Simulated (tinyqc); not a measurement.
# Electron-beam lithography: double-Gaussian proximity function, edge placement and dose correction for parallel lines, step by step

A worked calculation. Computed by tinyqc, a small Python program that keeps every step. Command: `OMP_NUM_THREADS=1 python tinyqc.py 3114213 3114214 out.jsonl proximity walk`. One thread of a shared host (Intel(R) Xeon(R) Processor @ 2.30GHz), about 0.01 s of CPU time with the checks. Intermediate numbers are printed to about 6 digits and carried at full precision; extremes and crossings named in words are read from the listed rows.

Lines are infinitely long. Absorbed energy is counted so that the middle of a very large area written at dose 1 receives 1; the resist develops where it exceeds 1/2.

Inputs (values chosen for the exercise, of the order of those for 10 keV electrons in resist on silicon):
```
quantity                               value               unit
forward range alpha                   0.0092         micrometre
backscatter range beta                   1.3         micrometre
backscatter ratio eta                   0.55                  -
base dose D0                             130  microcoulomb/cm^2
beam current                             3.4                 nA
pixel size                                10                 nm
width of the test line                 0.078         micrometre
pattern density around the test line    0.61                  -
```

line widths (micrometre): 0.14  0.03  0.059  0.27

gaps between the lines (micrometre): 0.19  0.092  0.053

Constants: e = 1.602176634e-19 C.

## Layout

The first line starts at x = 0; each next one starts after the width and the gap.

Lines (micrometre):
```
line  left edge  right edge  centre
1         0.000       0.140  0.0700
2         0.330       0.360  0.3450
3         0.452       0.511  0.4815
4         0.564       0.834  0.6990
```

## Interaction matrix

f(r) = [exp(-r^2/alpha^2)/alpha^2 + eta exp(-r^2/beta^2)/beta^2]/(pi (1 + eta)). A line from a to b at dose d gives E(x) = d [S(alpha) + eta S(beta)]/(1 + eta), S(s) = [erf((b - x)/s) - erf((a - x)/s)]/2. M_ij is the mean of E at the two edges of line i from line j at dose 1.

M:
```
          1         2         3         4
1  0.344057  0.004406  0.008199  0.032787
2  0.020595  0.327198  0.008984  0.038485
3  0.019481  0.004567  0.331660  0.040275
4  0.016953  0.004250  0.008744  0.363570
```

## Dose correction

Uncorrected edge energies are M 1. Solve M d = 1/2 for the doses d that put the mean edge energy of every line at the threshold.

edge energies at dose 1: 1 0.389450, 2 0.395263, 3 0.395983, 4 0.393517

corrected doses: 1 1.28599, 2 1.26317, 3 1.26039, 4 1.27021

largest over smallest dose = 1.02031

Line 1 needs the most and line 3 the least; a narrow isolated line much wider than alpha would need 1 + eta = 1.55.

## Printed widths

Edges are the roots of E(x) = 1/2 between a line centre and the middle of the next gap. Three cases: dose 1 everywhere; one common dose equal to the mean of d; the corrected doses.

Width error, printed less drawn (nm):
```
line  drawn width (nm)    dose 1  mean dose  corrected
1                  140  -5.77172  -0.215768   7.60e-05
2                   30  -5.45001   0.078002   2.00e-06
3                   59  -5.40969   0.114413          0
4                  270  -5.54492  -0.010184   4.70e-05
```

With the common mean dose the errors span 0.3 nm. With corrected doses the largest error is below 0.01 nm.

## Dose to size and latitude

A test line of width w << beta in surroundings of density rho, all at dose d: near its edge E(x) = d [S + eta rho]/(1 + eta), S = [erf((b - x)/alpha) - erf((a - x)/alpha)]/2 for edges a and b, the second term being the background energy. Dose to size d_s = (1 + eta)/(erf(w/alpha) + 2 eta rho), dose = d_s D0; edge slope d [1 - exp(-w^2/alpha^2)]/(sqrt(pi) alpha (1 + eta)); width change per 1 % of dose = 2 x 0.01 x (1/2)/slope.

dose to size d_s = 0.927588

dose = 120.586 microcoulomb/cm^2

edge slope = 0.0366996 1/nm

width change per 1 % of dose = 0.272483 nm

background energy = 0.200778

The background supplies 40 % of the threshold.

## Shot noise and writing time

With dose = d_s D0: electrons per pixel N = dose x pixel area/e; relative noise 1/sqrt(N); time per cm^2 of pattern area = dose x density/current; pixel rate = current/(dose x pixel area).

electrons per pixel = 752.642

shot noise = 3.64507 %

writing time per cm^2 = 6.00962 h

pixel rate = 28.1955 MHz

Checks made by the program: corrected edge energies (relative difference below 1e-10).
